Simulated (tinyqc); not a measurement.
From one set of inputs to another, one input at a time: current of a Schottky diode by thermionic-emission-diffusion theory, and its read-back from I-V-T and C-V data. Computed by tinyqc, a small Python program. Command: `OMP_NUM_THREADS=1 python tinyqc.py 3000080 3000081 out.jsonl schottky ladder`. One thread of a shared host (Intel(R) Xeon(R) Processor @ 2.30GHz), about 0.01 s of CPU time with the checks.

Full ionisation, no tunnelling, no recombination current. V is the voltage across the junction itself, forward positive.

The inputs printed are set A. Set A is modelled on n-type 4H-SiC; the values taken over come from a set modelled on n-type Ga2O3. Inputs not listed in the table keep their values of set A, so the rows need not describe a real material.

Inputs (values chosen for the exercise, modelled on n-type 4H-SiC):
```
quantity                                     value           unit
Richardson constant A*                         151   A/(cm^2 K^2)
effective density of states at 300 K, N_c  1.6e+19         1/cm^3
permittivity eps                               9.7              -
mobility mu                                    860     cm^2/(V s)
barrier without image force phi_0 (mean)      1.49             eV
doping N                                   1.2e+17         1/cm^3
series resistance R_s                         0.18  milliohm cm^2
junction voltage V                            0.45              V
temperature T                                  300              K
standard deviation sigma                       110            meV
relative change of sigma^2 with bias, rho     0.61            1/V
```

Barrier: Gaussian spread of heights.

Constants: k_B = 8.617333262e-05 eV/K; e = 1.602176634e-19 C; eps_0 = 8.8541878128e-12 F/m.

Method:
- N_c(T) = N_c (T/300 K)^(3/2); V_bi = phi_0 - (k_B T/e) ln(N_c(T)/N); surface field F = sqrt(2 e N (V_bi - V - k_B T/e)/(eps eps_0)); image lowering d_phi = sqrt(e F/(4 pi eps eps_0)); effective barrier phi = phi_0 - d_phi - sigma^2 (1 - rho V)/(2 k_B T).
- Collection velocity v_R = A* T^2/(e N_c(T)); diffusion velocity v_D = mu F; J = e N_c(T) v_R/(1 + v_R/v_D) exp(-phi/k_B T) [exp(e V/k_B T) - 1].
- Terminal voltage V + J R_s.
- Ideality n = (e/k_B T)/(d ln J/dV) by a central difference of +/- 1 mV; J_0 = J exp(-e V/(n k_B T)); apparent barrier phi_IV = k_B T ln(A* T^2/J_0); a C-V plot gives phi_CV = phi_0, the mean without lowering.

Each row keeps all changes above it:
```
input moved                                       from     to  current density J (A/cm^2)  ideality factor n  apparent barrier phi_IV (eV)
set A                                                -      -                  2.5996e-07             1.1884                        1.1953
barrier without image force phi_0 (mean) (eV)     1.49   1.31                  2.4371e-04             1.1926                        1.0170
doping N (1/cm^3)                              1.2e+17  9e+16                  2.1013e-04             1.1912                        1.0213
standard deviation sigma (meV)                     110     50                  1.1470e-06             1.0496                        1.2070
mobility mu (cm^2/(V s))                           860    140                  9.5679e-07             1.0528                        1.2103
junction voltage V (V)                            0.45   0.59                  1.6212e-04             1.0578                        1.2080
Richardson constant A* (A/(cm^2 K^2))              151   32.6                  4.2152e-05             1.0537                        1.2054
temperature T (K)                                  300    423                  8.5720e-02             1.0487                        1.2200
```

Current density J goes from 2.60e-7 to 0.0857, a factor 330000 in all. The largest single move comes from temperature T (a factor 2030), and standard deviation sigma works against it (a factor 0.00546). Ideality factor n goes from 1.19 to 1.05, a factor 0.882 in all. The largest single move comes from standard deviation sigma (a factor 0.881). Apparent barrier phi_IV goes from 1.20 to 1.22, a factor 1.021 in all. The largest single move comes from standard deviation sigma (a factor 1.18), and barrier without image force phi_0 (mean) works against it (a factor 0.851). The single moves hold for this order of the switches; the total does not depend on the order.

Extremes, crossings and ranges named in words are read from the listed rows.
